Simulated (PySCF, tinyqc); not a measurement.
Worked calculation: RHF in the sto-6g basis, for Li-, spin multiplicity 1. The basis has no diffuse functions, so it cannot describe the extra electron: this is an exercise in the method, not the real anion. The lowest restricted solution is unstable here: a spin-polarised one lies 0.0049 hartree lower (PySCF). One step of it, computed by the program tinyqc.

Task: Iteration 3: building the Fock matrix. J_ij = sum D_kl (ij|kl), K_ij = sum D_kl (ik|jl); F = H + J - 0.5 K; E = tr D H + tr D J / 2 - 0.25 tr D K + E_nn.

D after iteration 2, lower triangle:
```
            1Li 1s    1Li 2s   1Li 2px   1Li 2py   1Li 2pz
1Li 1s    2.023320
1Li 2s   -0.052332  0.001354
1Li 2px   0.000000  0.000000  0.000000
1Li 2py   0.000000  0.000000  0.000000  2.000000
1Li 2pz   0.000000  0.000000  0.000000  0.000000  0.000000
```

core Hamiltonian H = T + V (hartree), lower triangle:
```
            1Li 1s     1Li 2s    1Li 2px    1Li 2py    1Li 2pz
1Li 1s   -4.450402
1Li 2s   -0.939085  -1.093522
1Li 2px   0.000000   0.000000  -0.879985
1Li 2py   0.000000   0.000000   0.000000  -0.879985
1Li 2pz   0.000000   0.000000   0.000000   0.000000  -0.879985
```

Two-electron integrals (ij|kl) in chemists' order, unique and non-zero (hartree):
```
(11|11) 1.681247   (21|11) 0.242603   (21|21) 0.044507   (22|11) 0.397190
(22|21) 0.090279   (22|22) 0.290625   (31|31) 0.009437   (32|31) 0.014261
(32|32) 0.064236   (33|11) 0.397190   (33|21) 0.090279   (33|22) 0.290625
(33|33) 0.313125   (41|41) 0.009437   (42|41) 0.014261   (42|42) 0.064236
(43|43) 0.016875   (44|11) 0.397190   (44|21) 0.090279   (44|22) 0.290625
(44|33) 0.279374   (44|44) 0.313125   (51|51) 0.009437   (52|51) 0.014261
(52|52) 0.064236   (53|53) 0.016875   (54|54) 0.016875   (55|11) 0.397190
(55|21) 0.090279   (55|22) 0.290625   (55|33) 0.279374   (55|44) 0.279374
(55|55) 0.313125
```

nuclear repulsion = 0 hartree

Give: Coulomb J; exchange K; Fock matrix F; total energy of this density.

Result:

Coulomb J (hartree), lower triangle:
```
         1Li 1s  1Li 2s  1Li 2px  1Li 2py  1Li 2pz
1Li 1s   4.1712
1Li 2s   0.6669  1.3758
1Li 2px  0.0000  0.0000   1.3533
1Li 2py  0.0000  0.0000   0.0000   1.4208
1Li 2pz  0.0000  0.0000   0.0000   0.0000   1.3533
```

exchange K (hartree), lower triangle:
```
         1Li 1s  1Li 2s  1Li 2px  1Li 2py  1Li 2pz
1Li 1s   3.3952
1Li 2s   0.4964  0.2095
1Li 2px  0.0000  0.0000   0.0514
1Li 2py  0.0000  0.0000   0.0000   0.6439
1Li 2pz  0.0000  0.0000   0.0000   0.0000   0.0514
```

Fock matrix F (hartree), lower triangle:
```
          1Li 1s  1Li 2s  1Li 2px  1Li 2py  1Li 2pz
1Li 1s   -1.9768
1Li 2s   -0.5204  0.1776
1Li 2px   0.0000  0.0000   0.4476
1Li 2py   0.0000  0.0000   0.0000   0.2189
1Li 2pz   0.0000  0.0000   0.0000   0.0000   0.4476
```

total energy of this density = -7.087484 hartree
